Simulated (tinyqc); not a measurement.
Programming of a floating-gate cell by Fowler-Nordheim tunnelling: two steps of the calculation.

Per tunnel area the floating gate has Ctun = 3.9 eps0/tox to the channel (0 V) and Ccg to the control gate, Ct = Ctun/(1 - ag), no other coupling. With the threshold shift U = -Q/Ccg the field is F = ag (Vg - U)/tox, and dU/dt = J/Ccg. Fowler-Nordheim: J = A F^2 exp(-B/F), A = q^2/(16 pi^2 hbar mo phi) (times 1e14 for A/cm^2 with F in V/nm, emitter mass m0), B = (4/3) sqrt(mo/C) phi^1.5, C = hbar^2/(2 m0).

Parameters, values chosen for the exercise; oxide values close to those of silicon dioxide:
- phi = 3.06 eV (tunnel barrier)
- mo = 0.41 m0 (tunnelling mass)
- tox = 7.6 nm (tunnel oxide thickness)
- ag = 0.64 (coupling ratio Ccg/Ct)
- ar = 6000 nm^2 (tunnel area)
- Vt0 = -1.7 V (threshold shift at the start)
- Vg = 12.6 V (control-gate voltage)
- dt = 4.6 us (time step)
- n = 9 (steps)

Constants: q = 1.602176634e-19 C, hbar = 1.054571817e-34 J s, m0 = 9.1093837015e-31 kg, eps0 = 8.8541878128e-14 F/cm where lengths are in cm, hbar^2/(2 m0) = 0.0380998212 eV nm^2. Results are converted to the units shown.

Question 1. Constants of the cell. A, B, Ccg = ag Ct, the starting field and current, K = A B ag/(Ccg tox), and the knee time t0 = exp(B/F(0))/K.

Wanted: A; B; Ccg; F(0); J(0); K; t0; electrons for 1 V of shift.

Answer 1.

A = 1.2286e8 A cm^-2 (V/nm)^-2
B = 23.413 V/nm
Ccg = 0.80775 uF/cm^2
F(0) = 1.2042 V/nm
J(0) = 0.64138 A/cm^2
K = 2.9989e14 1/s
t0 = 0.92629 us
electrons for 1 V of shift = 302.49

Question 2. Explicit time steps against the exact solution. U(new) = U + dt J(F(U))/Ccg. Exact: exp(B/F(t)) = exp(B/F(0)) + K t, K = A B ag/(Ccg tox), and U = Vg - tox F/ag.

Find: t; F; J; U by steps; U exact.

Answer 2.

| step | t (us) | F (V/nm) | J (A/cm^2) | U by steps (V) | U exact (V) |
|---|---|---|---|---|---|
| 0 | 0 | 1.204 | 0.6414 | -1.700 | -1.700 |
| 1 | 4.600 | 0.897 | 4.512e-4 | 1.953 | -0.497 |
| 2 | 9.200 | 0.896 | 4.481e-4 | 1.955 | -0.134 |
| 3 | 13.80 | 0.896 | 4.451e-4 | 1.958 | 0.081 |
| 4 | 18.40 | 0.896 | 4.422e-4 | 1.960 | 0.233 |
| 5 | 23.00 | 0.896 | 4.392e-4 | 1.963 | 0.349 |
| 6 | 27.60 | 0.896 | 4.363e-4 | 1.965 | 0.443 |
| 7 | 32.20 | 0.895 | 4.335e-4 | 1.968 | 0.522 |
| 8 | 36.80 | 0.895 | 4.306e-4 | 1.970 | 0.590 |
| 9 | 41.40 | 0.895 | 4.279e-4 | 1.973 | 0.649 |

Range of the model: Programming fields of 10 MV/cm and more wear the oxide; trapping and the channel potential are ignored.

tinyqc, about 0.01 s, one thread, Intel Xeon 2.30GHz (shared host): `OMP_NUM_THREADS=1 python tinyqc.py 2130042 2130043 out.jsonl`
